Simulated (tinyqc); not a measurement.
# Thermionic-field emission through a Schottky barrier, WKB: current against forward bias

Metal on an n-type semiconductor with one parabolic valley; V > 0 is forward bias (metal positive). Energies E are counted from the conduction edge of the neutral semiconductor, whose Fermi level lies at -xi; that of the metal lies at -xi - V. The barrier is a parabola of height Vd = phi - xi - V (depletion approximation, no image force).

Nc = 2 (2 pi me m0 kB T/h^2)^1.5 (times 1e-6 for cm^-3); Nd = Nc F12(-xi/Vt), F12(x) = (2/sqrt(pi)) int_0^infinity sqrt(u)/(1 + exp(u - x)) du; E00 = (hbar/2) sqrt(Nd/(me m0 eps0 eps_r)) in SI units (volts). For E < Vd, ln T(E) = -(Vd/E00) [sqrt(1 - y) - y ln((1 + sqrt(1 - y))/sqrt(y))], y = E/Vd; T(E) = 1 above. J = A* T (q/kB) int_0^infinity T(E) N(E) dE, N = ln[(1 + exp((-xi - E)/Vt))/(1 + exp((-xi - V - E)/Vt))], A* = 4 pi q me m0 kB^2/h^3 (times 1e-4 for A/(cm^2 K^2)). The integral is converged to the digits shown; the share over the barrier is that of E > Vd, and 0 means below 1e-6 %. n = (dV/d ln J)/Vt.

Parameters, values chosen for the exercise; band and dielectric values close to those of cadmium telluride: temperature T = 300 K; electron mass me = 0.101 m0; relative permittivity eps_r = 10; barrier height seen from the metal phi = 0.45 eV; donor density Nd = 2.3e19 cm^-3.

Constants: q = 1.602176634e-19 C, kB = 1.380649e-23 J/K, eps0 = 8.8541878128e-12 F/m, hbar = 1.054571817e-34 J s, h = 6.62607015e-34 J s, m0 = 9.1093837015e-31 kg, Vt = kB T/q. Results are converted to the units shown.

Current against forward bias:
```
V (V),J (A/cm^2),share over the barrier (%),mean E/Vd,n
0.103,9.092e5,1.75e-4,0.3396,2.879
0.137,1.381e6,4.34e-4,0.3451,3.397
0.17,1.972e6,1.09e-3,0.3536,3.761
0.204,2.762e6,2.91e-3,0.3658,4.033
0.237,3.761e6,7.67e-3,0.3809,4.232
0.271,5.100e6,0.0211,0.3999,4.397
0.304,6.787e6,0.0567,0.4215,4.537
0.338,9.030e6,0.158,0.4472,4.682
```

J rises from 9.09e5 to 9.03e6 A/cm^2, and n rises from 2.88 to 4.68. The Padovani-Stratton slope is (E00/Vt) coth(E00/Vt) = 3.43; the middle row is 23 % above it.

Range of the model: The depletion approximation, a parabolic band and the neglect of image-force lowering make these currents estimates at high doping.

Numbers from tinyqc (`OMP_NUM_THREADS=1 python tinyqc.py 2640076 2640077 out.jsonl`; about 0.04 s on one thread of a shared Intel Xeon 2.30GHz).
